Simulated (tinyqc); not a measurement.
Inside a calculation. Method: Hubbard ring of 6 sites. Computed by tinyqc, a small Python program that keeps every step. Settings: hopping = 0.89, U = 8.0, mixing = 1, iteration cap = 63. Command: `OMP_NUM_THREADS=1 python tinyqc.py 27425 27426 out.jsonl` (the two numbers bound the seeds that draw the settings). One thread of a shared host (Intel(R) Xeon(R) Processor @ 2.60GHz), about 0.2 s of CPU time with the checks. Later iterations appear only in the table of the cycle.

## Mean-field iteration 1

one-body matrix (hopping and site energies) (eV), lower triangle:
```
          1         2         3         4         5        6
1  -0.20000
2  -0.89000  -0.93000
3   0.00000  -0.89000  -0.30000
4   0.00000   0.00000  -0.89000  -0.71000
5   0.00000   0.00000   0.00000  -0.89000   0.95000
6  -0.89000   0.00000   0.00000   0.00000  -0.89000  0.57000
```

U = 8.00000 eV

electrons, up and down: 3  1

mixing = 1

n(up) at the start (a guess, not normalised): 1 0.55000, 2 0.45000, 3 0.55000, 4 0.45000, 5 0.55000, 6 0.45000

n(down) at the start (a guess): 1 0.11700, 2 0.21700, 3 0.11700, 4 0.21700, 5 0.11700, 6 0.21700

H(up) = T + U n(down), H(down) = T + U n(up); fill the lowest levels; n(new) = n + mixing (n(out) - n); E = tr T (rho up + rho down) + U sum n_up n_down of the output.

levels, up (eV): -0.79468  0.07640  0.59331  1.98353  2.14703  3.39040

levels, down (eV): 1.72722  2.45560  3.25385  4.77105  5.00561  6.16666

energy = -1.66737 eV

n(up) after iteration 1: 1 0.65862, 2 0.53618, 3 0.62455, 4 0.56104, 5 0.36848, 6 0.25113

n(down) after iteration 1: 1 0.09591, 2 0.48074, 3 0.18043, 4 0.19282, 5 0.02218, 6 0.02792

## Mean-field iteration 2

As before.

levels, up (eV): -0.75336  -0.06950  0.54106  1.73905  2.32824  3.59451

levels, down (eV): 1.76943  2.66560  3.03091  4.65649  5.32067  5.93690

energy = -0.11651 eV

n(up) after iteration 2: 1 0.70803, 2 0.16537, 3 0.53838, 4 0.53870, 5 0.51851, 6 0.53101

n(down) after iteration 2: 1 0.07399, 2 0.05581, 3 0.02251, 4 0.06613, 5 0.18527, 6 0.59629

## Mean-field iteration 3

As before.

levels, up (eV): -1.70238  -0.75569  0.36690  1.21397  2.51519  5.74202

levels, down (eV): 0.03029  2.71796  3.80625  4.75565  5.58625  6.48360

energy = 0.19652 eV

n(up) after iteration 3: 1 0.69050, 2 0.67946, 3 0.67705, 4 0.81494, 5 0.10777, 6 0.03027

n(down) after iteration 3: 1 0.02633, 2 0.91664, 3 0.05194, 4 0.00372, 5 0.00027, 6 0.00110

## Convergence

Each step fills the lowest levels of T + U n(other spin) and sets n(new) = n + mixing (n(out) - n); stop when output and input agree to 1e-8.

Course of the cycle:
```
iteration      E (eV)  largest |n(out) - n(in)|  mean |n_up - n_down|
1          -1.6673666                  2.64e-01               0.33333
2          -0.1165068                  5.68e-01               0.35510
3           0.1965156                  8.61e-01               0.41239
4           0.1142344                  9.15e-01               0.43066
5           0.7280839                  9.58e-01               0.41569
6          -0.1477756                  9.58e-01               0.42069
7           0.8009583                  9.61e-01               0.41487
8          -0.1784784                  9.61e-01               0.41136
9           0.8234335                  9.61e-01               0.41413
10         -0.1846139                  9.61e-01               0.40763
11          0.8311141                  9.61e-01               0.41384
...               ...                       ...                   ...
53          0.8353807                  9.61e-01               0.41367
54         -0.1876535                  9.61e-01               0.40768
55          0.8353807                  9.61e-01               0.41367
56         -0.1876535                  9.61e-01               0.40768
57          0.8353807                  9.61e-01               0.41367
58         -0.1876535                  9.61e-01               0.40768
59          0.8353807                  9.61e-01               0.41367
60         -0.1876535                  9.61e-01               0.40768
61          0.8353807                  9.61e-01               0.41367
62         -0.1876535                  9.61e-01               0.40768
63          0.8353807                  9.61e-01               0.41367
```

Not converged within 63 iterations: the residual has stopped falling: the iteration swings between two states. The lowest mean-field energy found from random starts is -3.86462 eV. Reruns (cap 100 unless said): mixing 0.2: not converged; mixing 0.5: converged in 48 to a higher stationary point (E = -3.83593); mixing 0.9: not converged; the original settings with a cap of 400: not converged.

## Exact diagonalisation (120 states)

Lowest levels of the sector, and the double occupancy of the lowest state.

lowest levels (eV): -4.40687  -4.01225  -3.92425  -3.48153  -3.37311  -3.30959

double occupancy per site = 0.01168

## The lowest level by Lanczos steps

From a random start vector (not printed): a_j = <q_j|H|q_j>, b_j = norm of the remainder after orthogonalising; the Ritz value is the lowest eigenvalue of the tridiagonal matrix of a and b so far.

Lanczos:
```
j   a_j (eV)  b_j (eV)  lowest Ritz value (eV)
1    2.15269   4.97066               2.1526931
2    2.73336   3.88726              -2.5360989
3    3.76889   5.50118              -3.6060235
4    5.95758   3.76358              -4.1935057
5    4.63879   3.49336              -4.3361202
6    3.85469   4.28506              -4.3706026
7    3.84801   4.39693              -4.3877004
8    4.48424   3.61868              -4.3986804
9    4.19740   3.86620              -4.4029322
10   4.24562   4.01812              -4.4045678
```
